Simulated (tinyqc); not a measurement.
# Short-channel transistor, virtual-source model with series resistance: effect of the temperature on the on and off currents

The current per gate width is the charge at the top of the source barrier (the virtual source) times its velocity times a saturation function; al and be are fitting constants of the model. Units: I in uA/um, Rs in ohm um, so I Rs = 1e-6 I Rs in volts; Q in uC/cm^2, so I = 1e-4 Q vx0 Fsat with vx0 in cm/s.

Intrinsic voltages Vg' = Vgs - I Rs, Vd' = Vds - 2 I Rs. n = n0 + nd Vd', VT = VT0 - dl Vd', Ff = 1/(1 + exp((Vg' - VT + al Vt/2)/(al Vt))), Q = Cinv n Vt ln(1 + exp((Vg' - VT + al Vt Ff)/(n Vt))), Vdsat = (vx0 L/mu)(1 - Ff) + Vt Ff, Fsat = u/(1 + u^be)^(1/be) with u = Vd'/Vdsat, and I = Q vx0 Fsat per width. I is solved self-consistently. Ion is I at Vgs = Vds = 0.75 V, Ioff at Vgs = 0, Vds = 0.75 V, and Rlin = Vds/I at Vgs = 0.75 V, Vds = 0.05 V. mu, vx0, VT0, dl and n0 are held fixed.

Inputs (values chosen for the exercise): inversion capacitance Cinv = 3.88 uF/cm^2; velocity at the virtual source vx0 = 5.02e6 cm/s; apparent mobility mu = 390 cm^2/(V s); channel length L = 16 nm; threshold at zero drain voltage VT0 = 0.383 V; drain-induced barrier lowering dl = 0.187 V/V; subthreshold factor n0 = 1.31; growth of n with drain voltage nd = 0.05 1/V; threshold shift (in units of Vt) from weak to strong inversion al = 3.5; sharpness of saturation be = 2; series resistance of each contact Rs = 30 ohm um.

Constants: q = 1.602176634e-19 C, kB = 1.380649e-23 J/K, Vt = kB T/q. Results are converted to the units shown.

Results:
```
T (K)  Ion (uA/um)  Ioff (nA/um)  log10(Ion/Ioff)  Rlin (ohm um)
200          914.2         16.27            4.750          101.9
230          914.3         69.62            4.118          101.9
260          914.4         211.9            3.635          101.9
290          914.6         509.2            3.254          101.9
320          915.0          1033            2.948          101.9
350          915.5          1846            2.695          101.9
410          917.2          4532            2.306          102.0
```

Estimate the missing row, T = 380 K.

Computed row:
```
T (K)  Ion (uA/um)  Ioff (nA/um)  log10(Ion/Ioff)  Rlin (ohm um)
380          916.3          3001            2.485          101.9
```

With this row back in the table: As T goes from 200 to 410 K, Ion stays near 915 uA/um, Ioff rises from 16.3 to 4530 nA/um and Rlin stays near 102 ohm um. Ion changes by a factor of 1.00 and Ioff by 278. For T = 320 to 410 K the off current passes 1 uA/um, so the device is hardly off at Vgs = 0.

tinyqc, about 0.01 s, one thread, Intel Xeon 2.30GHz (shared host): `OMP_NUM_THREADS=1 python tinyqc.py 2380121 2380122 out.jsonl`
